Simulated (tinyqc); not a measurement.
Range and order of the fit: effective mass of the heavy-hole band from tabulated energies.

c = hbar^2/2m0.
Constants: hbar^2/2m0 = 3.80998211 eV angstrom^2.

Energies along [110], from the band edge downward:

| k (1/angstrom) | E (meV) |
|---|---|
| 0.000000 | 0.00000 |
| 0.017000 | 1.61700 |
| 0.034000 | 6.35840 |
| 0.051000 | 13.90000 |
| 0.068000 | 23.72190 |
| 0.085000 | 35.15890 |
| 0.102000 | 47.49080 |
| 0.119000 | 60.06080 |
| 0.136000 | 72.38020 |

reference mass (curvature of the model at k = 0.0001 1/angstrom) = 0.677105 m0

Least-squares fits of E = a k^2 (+ b k^4 + d k^6) over points 1 to n, and the line y = c k^2/E against E; errors of m against the reference.

Results:

| n | E at point n (meV) | one term (%) | two terms (%) | three terms (%) | line (%) | rms residual, one term (meV) |
|---|---|---|---|---|---|---|
| 3 | 13.9 | 4.74 | 0.02 | 0.00 | -0.09 | 0.102 |
| 4 | 23.7 | 8.27 | 0.10 | -0.01 | -0.25 | 0.307 |
| 5 | 35.2 | 12.86 | 0.32 | -0.04 | -0.55 | 0.699 |
| 6 | 47.5 | 18.56 | 0.78 | -0.10 | -1.04 | 1.336 |
| 7 | 60.1 | 25.41 | 1.63 | -0.19 | -1.76 | 2.254 |
| 8 | 72.4 | 33.37 | 2.99 | -0.27 | -2.76 | 3.456 |

What does the comparison show?

The error of the parabola goes from +4.74 to +33.37 % as the range widens, and at n = 8 its residual, 3.46 meV, is only 4.8 % of the top energy: a small residual does not vouch for the mass. Over the full range (n = 8) the best form is three terms (0.27 %); the line errs by -0.09 % at n = 3 and -2.76 % at n = 8. Without scatter, a narrower range or a second term is the cure: at n = 8 the errors are +33.37, +2.99 and -0.27 % for one, two and three terms. Three terms on three points interpolate exactly.

Program tinyqc; command `OMP_NUM_THREADS=1 python tinyqc.py 1850986 1850987 out.jsonl`; about 0.01 s on one thread of a shared Intel(R) Xeon(R) Processor @ 2.30GHz.
